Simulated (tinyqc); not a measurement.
Zero-field barrier from two thresholds.

Inverse problem. The photoemission threshold over an interface barrier is Phi = P0 - sqrt(q F/(4 pi eps0 ei)). Find P0 and ei.

Constants: q = 1.602176634e-19 C, eps0 = 8.8541878128e-14 F/cm where lengths are in cm. Results are converted to the units shown.

thresholds at F = 0.5 and 2.7 MV/cm (eV): 1.3463624  1.1826923

Answer. Phi is linear in sqrt(F): the intercept is P0 and the slope gives ei.

P0 = 1.47 eV
ei = 4.71

tinyqc, about 0.01 s, one thread, Intel Xeon 2.30GHz (shared host): `OMP_NUM_THREADS=1 python tinyqc.py 2410019 2410020 out.jsonl`
